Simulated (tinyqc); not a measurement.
A ladder of methods, and size consistency: correlation methods against full CI in the sto-6g basis, for BeH2, spin multiplicity 1. Computed by the program tinyqc with PySCF. All electrons correlated; +Q is the Davidson correction (1 - c0^2) E_corr. The last columns treat two copies 100 angstrom apart as one system. FCI is the lowest singlet.

Geometry (angstrom):
```
atom,x,y,z
Be,0.0000,0.0000,0.0000
H,0.0000,1.4480,0.1710
H,0.0000,-1.4650,0.1730
```

RHF energy of one = -15.701447 hartree

Correlation energies (hartree):
```
method,E_corr of one,share of FCI (%),E_corr of two at 100 angstrom,two minus twice one (mhartree)
MP2,-0.02711,64.169,-0.05422,0.000
CISD,-0.04112,97.337,-0.07959,2.659
CISD+Q,-0.04255,100.705,-0.08456,0.531
CCSD,-0.04172,98.742,-0.08344,0.000
CCSD(T),-0.04200,99.400,-0.08399,0.000
FCI,-0.04225,100.000,-,-
```

What does the comparison show, and why?

MP2 recovers 64 %, CISD 97.3 % and CCSD 98.7 % of the FCI value (c0^2 = 0.965 in CISD). MP2 and coupled cluster are size consistent, so their last column vanishes; CISD loses 2.66 mhartree, since a double excitation on each copy is a quadruple of the pair, and the Davidson correction leaves +0.53.
